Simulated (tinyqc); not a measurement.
Inside a calculation. Method: RKS/PBE0 in the sto-3g basis, for H2, spin multiplicity 1. One step of it, computed by the program tinyqc.

Problem. Iteration 11 (converged): orbitals. Diagonalise F' = X^T F X, C = X C', fill 1 alpha and 1 beta electrons from the bottom; D = 2 C_occ C_occ^T. Each column has its largest component positive (the first on a tie).

converged F (hartree):
```
           1H 1s      2H 1s
1H 1s  -0.306564  -0.459443
2H 1s  -0.459443  -0.306564
```

X:
```
               1         2
1H 1s   1.310898  0.540890
2H 1s  -1.310898  0.540890
```

Give: F' = X^T F X; orbital energies; coefficients C; D after iteration 11.

Solution.

F' = X^T F X (hartree):
```
       1       2
1  0.525   0.000
2  0.000  -0.448
```

orbital energies (hartree): MO1 -0.448, MO2 0.525

coefficients C:
```
         MO1     MO2
1H 1s  0.541  -1.311
2H 1s  0.541   1.311
```

D after iteration 11:
```
       1H 1s  2H 1s
1H 1s  0.585  0.585
2H 1s  0.585  0.585
```
